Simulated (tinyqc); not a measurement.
Worked calculation: Hueckel theory of the pi electrons, for the molecule C1=CC=CC=CC=C1 (SMILES; centres numbered as the heavy atoms are written). One step of it, computed by the program tinyqc.

Problem. Energy, charges, bond orders. E = sum n x; q_r = z_r - P_rr; bond order p = P_rs; free valence = sqrt(3) - sum of p over the bonds of the atom.

x values: 2.000000  1.414214  1.414214  0.000000  0.000000  -1.414214  -1.414214  -2.000000

occupations: 2.000000  2.000000  2.000000  1.000000  1.000000  0.000000  0.000000  0.000000

charge and bond-order matrix P:
```
           1C         2C         3C         4C         5C         6C         7C         8C
1C   1.000000   0.603553   0.000000  -0.103553   0.000000  -0.103553   0.000000   0.603553
2C   0.603553   1.000000   0.603553   0.000000  -0.103553   0.000000  -0.103553   0.000000
3C   0.000000   0.603553   1.000000   0.603553   0.000000  -0.103553   0.000000  -0.103553
4C  -0.103553   0.000000   0.603553   1.000000   0.603553   0.000000  -0.103553   0.000000
5C   0.000000  -0.103553   0.000000   0.603553   1.000000   0.603553   0.000000  -0.103553
6C  -0.103553   0.000000  -0.103553   0.000000   0.603553   1.000000   0.603553   0.000000
7C   0.000000  -0.103553   0.000000  -0.103553   0.000000   0.603553   1.000000   0.603553
8C   0.603553   0.000000  -0.103553   0.000000  -0.103553   0.000000   0.603553   1.000000
```

Centres:
```
centre  z_r, pi electrons of the neutral centre         h
1C                                            1  0.000000
2C                                            1  0.000000
3C                                            1  0.000000
4C                                            1  0.000000
5C                                            1  0.000000
6C                                            1  0.000000
7C                                            1  0.000000
8C                                            1  0.000000
```

Bonds:
```
i  j  k
1  2  1
2  3  1
3  4  1
4  5  1
5  6  1
6  7  1
7  8  1
8  1  1
```

Give: pi energy = 8 alpha + this times beta; pi charges; Bond orders and lengths from R = 1.517 - 0.180 p; free valence of the carbons; gap between the highest filled and the next level.

Solution.

pi energy = 8 alpha + this times beta = 9.6569

pi charges: 1C 0.0000, 2C 0.0000, 3C 0.0000, 4C 0.0000, 5C 0.0000, 6C 0.0000, 7C 0.0000, 8C 0.0000

Bond orders and lengths from R = 1.517 - 0.180 p (angstrom, C-C alone):
```
bond       p       R
1-2   0.6036  1.4084
2-3   0.6036  1.4084
3-4   0.6036  1.4084
4-5   0.6036  1.4084
5-6   0.6036  1.4084
6-7   0.6036  1.4084
7-8   0.6036  1.4084
8-1   0.6036  1.4084
```

free valence of the carbons: 1C 0.5249, 2C 0.5249, 3C 0.5249, 4C 0.5249, 5C 0.5249, 6C 0.5249, 7C 0.5249, 8C 0.5249

gap between the highest filled and the next level = 1.4142 |beta|
